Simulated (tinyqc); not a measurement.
Worked calculation: dielectric confinement in a thin film (image charges). Values are carried at full precision from step to step, so a last printed digit may differ when a step is redone from the rounded ones.

A film |z| < t/2 of dielectric constant eps between half-spaces of dielectric constant e2; lam = (eps - e2)/(eps + e2), q = e^2/(4 pi eps0). The self-energy of a band edge is taken with the high-frequency value, e2 = eh, and the field of a fixed ion with the static one, e2 = eo. A charge at z has images lam^|n| at n t + (-1)^n z. Its self-energy is S(z) = (q/2 eps) sum over n >= 1 of lam^n [1/(n t - 2z) + 1/(n t + 2z)] for odd n and 2 lam^n/(n t) for even n; at the centre S(0) = -(q/(eps t)) ln(1 - lam).

Constants: e^2/(4 pi eps0) = 14.39964547 eV angstrom; hbar^2/2m0 = 3.80998211 eV angstrom^2; Ry = 13.60569312 eV.

Parameters, chosen for this exercise (near those of a Si (100) film, two-fold valleys, between layers of Si3N4; the results hold for these values, not for the real material): t = 72 angstrom (film thickness); eps = 11.4 (dielectric constant of the film); eh = 4 (high-frequency dielectric constant outside); mz = 0.95 m0 (mass across the film); eo = 7.3 (static dielectric constant outside); m = 0.197 m0 (mass in the plane).

## Images for a charge at the centre

Give lam, the first five terms (q/eps) lam^n/(n t), their sum and the closed form.

lam = 0.4805

terms (meV): 8.43  2.03  0.65  0.23  0.09

sum of five = 11.43 meV
S(0) = 11.49 meV

The surroundings screen less than the film, so the images repel and each band edge moves outwards: the gap changes by about 2 S = +23 meV. The static value 7.3 would give S(0) = +4.3 meV.

## Self-energy across the film

S at 2z/t = 0, 0.2, 0.4, 0.6, 0.8 and 0.9, summed to n = 399.

Self-energy:

| 2z/t | z (angstrom) | S (meV) |
|---|---|---|
| 0.0 | 0.0 | 11.49 |
| 0.2 | 7.2 | 11.84 |
| 0.4 | 14.4 | 13.11 |
| 0.6 | 21.6 | 16.26 |
| 0.8 | 28.8 | 26.53 |
| 0.9 | 32.4 | 47.50 |

Towards the wall S diverges as (q lam/4 eps)/(distance), an artefact of the abrupt interface that the vanishing envelope makes harmless.

## Shift of the subband edge

First order: <S> over the envelope (2/t) cos^2(pi z/t), beside the confinement energy c (pi/t)^2/mz, c = hbar^2/2m0.

<S> = 13.34 meV
confinement energy = 7.64 meV

|<S>| is 1.75 times the confinement energy; the first goes as 1/t and the second as 1/t^2, so they are equal at t = 41 angstrom.

## Binding of a donor

Donor at the centre, lam from the static eo, trial function cos(pi z/t) exp(-rho/l): E(l) = c/(m l^2) - (q/eps) times the integral over k of F(k t) (1 + (k l/2)^2)^(-3/2), with F(x) = F0 + 2 lam exp(-x) G/(1 - lam exp(-x)), F0 = 2[(1 - exp(-x/2))/x + x (1 + exp(-x/2))/(x^2 + 4 pi^2)], G = 2 sinh(x/2)[1/x - x/(x^2 + 4 pi^2)]; c = hbar^2/2m0. The binding energy is -E at the minimum, counted from the subband edge with its self-energy.

Minimise over l with and without images (lam = 0); Ry* = Ry m/eps^2.

Donor:

| case | l (angstrom) | binding (meV) | in Ry* |
|---|---|---|---|
| no images | 31.8 | 34.2 | 1.66 |
| with images | 31.2 | 42.3 | 2.05 |

Ry* = 20.62 meV

The images change the binding by +8.1 meV, against -2 (q/(eps t)) ln(1 - lam) = +8.7 meV for an orbit much smaller than t. At 300 K the binding is 1.6 kB T. The next even subband, the first that a centred donor mixes in, lies within about the binding energy, so one cosine is a poor basis and the binding is understated.

## Checks

- S(0) from the series against the closed form, meV: both 11.49.
- F(2.3) for lam = 0.4805 from a direct sum over images against the closed form: both 0.8398.

(tinyqc, `OMP_NUM_THREADS=1 python tinyqc.py 1250079 1250080 out.jsonl`, Intel(R) Xeon(R) Processor @ 2.30GHz, 1 thread, shared host, about 0.07 s.)
